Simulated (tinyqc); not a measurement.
# Random telegraph noise from one oxide trap in a small MOSFET: effects of single changes

An acceptor-like trap exchanges electrons with the channel. Inversion charge Q = Cox u, u = n Vt W0(exp((Vg - VT)/(n Vt))), W0 the Lambert function, n = nf, Cox = eps0 eox/tox; linear regime Id = (W/L) mu Q Vd. Relative to threshold the surface potential rises by Vt ln(u/u0) and the oxide voltage by the rest of Vg - VT, with u0 = n Vt W0(1).

Inputs (values chosen for the exercise); values of the order met in silicon transistors:
- T = 300 K (temperature)
- eox = 21.5 (relative permittivity of the gate insulator (close to hafnium oxide))
- tox = 6.6 nm (insulator thickness)
- xt = 1.2 nm (depth of the trap from the channel interface)
- E0 = 0.13 eV (trap level above the channel Fermi level at threshold)
- s0 = 3e-16 cm^2 (capture prefactor)
- EB = 0.53 eV (capture barrier (lattice relaxation))
- lt = 0.15 nm (tunnelling decay length)
- vth = 1.6e7 cm/s (thermal velocity)
- zi = 2.8 nm (thickness of the inversion layer)
- VT = 0.47 V (threshold voltage)
- nf = 1.13 (body factor)
- W = 120 nm (gate width)
- L = 60 nm (gate length)
- mu = 370 cm^2/(V s) (mobility)
- asc = 9.9e-16 V s (scattering coefficient of the charged trap)
- Vd = 0.05 V (drain voltage)
- Vg = 0.78 V (gate voltage)

Constants: q = 1.602176634e-19 C, kB = 1.380649e-23 J/K, Vt = kB T/q, eps0 = 8.8541878128e-14 F/cm where lengths are in cm. Results are converted to the units shown.

Each table varies one quantity; the others keep the values above.

## Time constants and noise against gate voltage

N = Cox u/q; dpsi = Vt ln(u/u0); E = E0 - dpsi - (xt/tox)(Vg - VT - dpsi); capture time tc = 1/[(N/zi) vth s0 exp(-xt/lt - EB/Vt)]; emission time te = tc exp(-E/Vt); occupancy te/(tc + te). A = W L; threshold step dV = q (1 - xt/tox)/(Cox A); gm/Id = 1/(u + n Vt); relative step dI/I = (gm/Id) dV + asc mu/A. fc = (1/tc + 1/te)/(2 pi); rms = (dI/I) sqrt(tc te)/(tc + te).

Time constants and noise against gate voltage:

| Vg (V) | E (eV) | tc (s) | te (s) | occupancy | dI/I (%) | fc (Hz) | rms dI/I (%) |
|---|---|---|---|---|---|---|---|
| 0.61 | 0.065866 | 75.005 | 5.8695 | 0.072575 | 0.98565 | 0.029238 | 0.25571 |
| 0.67 | 0.046776 | 50.949 | 8.3431 | 0.14071 | 0.85737 | 0.022200 | 0.29813 |
| 0.73 | 0.029693 | 38.051 | 12.065 | 0.24075 | 0.78020 | 0.017374 | 0.33357 |
| 0.79 | 0.013867 | 30.158 | 17.638 | 0.36902 | 0.72966 | 0.014301 | 0.35209 |
| 0.85 | -0.0011087 | 24.883 | 25.974 | 0.51072 | 0.69434 | 0.012524 | 0.34709 |
| 0.91 | -0.015476 | 21.130 | 38.449 | 0.64534 | 0.66841 | 0.011671 | 0.31977 |
| 0.97 | -0.029388 | 18.333 | 57.140 | 0.75709 | 0.64865 | 0.011466 | 0.27817 |
| 1.03 | -0.042948 | 16.174 | 85.175 | 0.84041 | 0.63312 | 0.011709 | 0.23186 |
| 1.09 | -0.056227 | 14.459 | 127.27 | 0.89798 | 0.62062 | 0.012258 | 0.18785 |

tc falls from 75.0 to 14.5 s as the channel fills and te rises from 5.87 to 127 s; they are equal at Vg = 0.845 V, where E = 0. The rms noise goes from 0.256 through a maximum of 0.352 (at Vg = 0.79 V among the rows listed) to 0.188 %. The slope -Vt d ln(tc/te)/dVg is 0.318 between the first two rows and 0.221 between the last two; it tends to xt/tox = 0.182 only when the surface potential stops moving.

## Effect of the gate length

Same model as above.

The same in every row: E (eV) = 0.01644; tc (s) = 31.25; te (s) = 16.55; occupancy = 0.3462; fc (Hz) = 0.01471.

Results:

| L (nm) | dI/I (%) | rms dI/I (%) |
|---|---|---|
| 15 | 2.947 | 1.402 |
| 25 | 1.768 | 0.8413 |
| 41 | 1.078 | 0.5130 |
| 67 | 0.6598 | 0.3139 |
| 110 | 0.4019 | 0.1912 |
| 300 | 0.1474 | 0.07011 |
| 500 | 0.08842 | 0.04206 |

Estimate the missing row, L = 180 nm.

Computed row:

| L (nm) | dI/I (%) | rms dI/I (%) |
|---|---|---|
| 180 | 0.2456 | 0.1168 |

With this row back in the table: As L goes from 15 to 500, tc stays at 31.3 s, te stays at 16.5 s and dI/I falls from 2.95 to 0.0884 %. The step goes as 1/(W L), while the times do not depend on the size.

Range of the model: VT is taken as given; short-channel effects and the uneven flow of current among few electrons are left out.

tinyqc, about 0.01 s, one thread, Intel Xeon 2.30GHz (shared host): `OMP_NUM_THREADS=1 python tinyqc.py 2710099 2710100 out.jsonl`
